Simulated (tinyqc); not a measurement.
Where a level does most harm: Shockley-Read-Hall recombination through one deep level.

One level at Et with degeneracy 1: tn = 1/(sn vth Nt), tp = 1/(sp_ vth Nt), n1 = Nc exp((Et - Eg)/kT), p1 = Nv exp(-Et/kT), ni^2 = n1 p1. Equilibrium n0 = Nm, p0 = ni^2/Nm; n = n0 + dn, p = p0 + dn. U = (n p - ni^2)/(tp (n + n1) + tn (p + p1)), lifetime dn/U; emission rates en = sn vth n1, ep = sp_ vth p1.

Constants: kB = 8.617333262e-05 eV/K.

Parameters, chosen for this exercise (gap and densities of states near those of InP at this temperature; not measured data):

| symbol | value | unit | meaning |
|---|---|---|---|
| Eg | 1.351 | eV | gap |
| Nc | 5.69e+17 | 1/cm^3 | conduction-band density of states |
| Nv | 1.24e+19 | 1/cm^3 | valence-band density of states |
| T | 300 | K |  |
| Nt | 1.8e+16 | 1/cm^3 | defects |
| sn | 1.1e-16 | cm^2 | electron capture cross-section |
| sp_ | 1.3e-15 | cm^2 | hole capture cross-section |
| vth | 22000000 | cm/s | thermal velocity, both carriers |
| Nm | 1.8e+17 | 1/cm^3 | equilibrium electrons for the lifetime steps |

Et takes the values listed; G = Nt en ep/(en + ep) in a depleted region; the lifetime is for dn = 1e11 1/cm^3.

Results:

| Et (eV) | lifetime (microsecond) | G (1/(cm^3 s)) |
|---|---|---|
| 0.081 | 0.0709 | 1.15e+04 |
| 0.189 | 0.00300 | 7.47e+05 |
| 0.297 | 0.00196 | 4.87e+07 |
| 0.405 | 0.00194 | 3.18e+09 |
| 0.513 | 0.00194 | 2.07e+11 |
| 0.621 | 0.00194 | 1.35e+13 |
| 0.730 | 0.00194 | 7.25e+14 |
| 0.838 | 0.00194 | 5.33e+13 |
| 0.946 | 0.00194 | 8.18e+11 |
| 1.054 | 0.00194 | 1.25e+10 |
| 1.162 | 0.00195 | 1.92e+08 |
| 1.270 | 0.00221 | 2.95e+06 |

Generation peaks where en = ep, at Eg/2 + (kT/2) ln(sp_ Nv/(sn Nc)) = 0.747 eV; the largest value listed is at 0.730 eV, and G falls by a decade for each 0.060 eV away from the peak. The lifetime is within a factor 2 of its minimum, 0.00194 microsecond, from 0.189 to 1.270 eV: recombination tolerates a wide range of Et, generation a narrow one.

Program tinyqc; command `OMP_NUM_THREADS=1 python tinyqc.py 1650423 1650424 out.jsonl`; about 0.01 s on one thread of a shared Intel(R) Xeon(R) Processor @ 2.30GHz.
